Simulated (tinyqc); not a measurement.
Inside a calculation. Model: ellipsometry and reflectance of a transparent film on an absorbing substrate.

tinyqc, about 0.5 s, one thread, Intel Xeon 2.30GHz (shared host): `OMP_NUM_THREADS=1 python tinyqc.py 2870128 2870129 out.jsonl` Printed values are rounded.

Air (index 1), film, substrate with N2 = n2 - i k2; time factor exp(+i w t). q_j = sqrt(N_j^2 - sin^2 th), root with positive real part. Fresnel coefficients r_s = (q_a - q_b)/(q_a + q_b), r_p = (N_b^2 q_a - N_a^2 q_b)/(N_b^2 q_a + N_a^2 q_b). tan(Psi) exp(i Delta) = R_p/R_s, Delta taken from 0 to 360 degrees.

Parameters, values chosen for the exercise; indices close to those of silicon dioxide on silicon: wavelength lam = 405 nm; angle of incidence th = 65 degrees; index of the transparent film n1 = 1.448; film thickness d = 45 nm; index of the substrate n2 = 5.42; extinction coefficient of the substrate k2 = 0.329.

## Interface coefficients and thickness period

q0, q1, q2 and the coefficients r01 and r12 for p and s; the results repeat in d with the period lam/(2 q1).

q0 = 0.422618
q1 = 1.12930
q2 = 5.34398-0.33368i
r01,p = -0.120666
r01,s = -0.455359
r12,p = 0.496026-0.022213i
r12,s = -0.652014+0.017938i
period = 179.315 nm

## Psi, Delta and reflectances

beta = 2 pi d q1/lam, X = exp(-2 i beta), R = (r01 + r12 X)/(1 + r01 r12 X) for p and s.

beta = 0.788398 rad
X = -0.005999-0.999982i
R_p = -0.174284-0.483984i
R_s = -0.582888+0.483679i
Psi = 34.1823 degrees
Delta = 109.882 degrees
|R_p|^2 = 0.264615
|R_s|^2 = 0.573703

The bare substrate gives Psi = 25.10 and Delta = 177.02 degrees.
